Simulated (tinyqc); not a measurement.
## Screening length from the swing

Problem. In a simple model of a Schottky-barrier transistor a barrier thinner than d = 4.6 nm is transparent, so the effective barrier is pn - psi (1 - exp(-d/lam)) and the swing beyond flat band is Vt ln 10/(1 - exp(-d/lam)). Find the thermionic swing, lam, and the effective barrier at psi = 0.2 V.

Values chosen for this exercise: temperature T = 350 K; barrier for electrons at both contacts pn = 0.69 eV.

Constants: q = 1.602176634e-19 C, kB = 1.380649e-23 J/K, Vt = kB T/q. Results are converted to the units shown.

swing in the tunnelling range = 112.65378 mV/decade

Answer. The ratio of the two swings is 1 - exp(-d/lam).

Vt ln 10 = 69.4 mV/decade
lam = 4.80 nm
effective barrier = 0.567 eV

Program tinyqc, `OMP_NUM_THREADS=1 python tinyqc.py 2390030 2390031 out.jsonl`; Intel Xeon 2.30GHz, shared host, one thread, about 0.05 s.
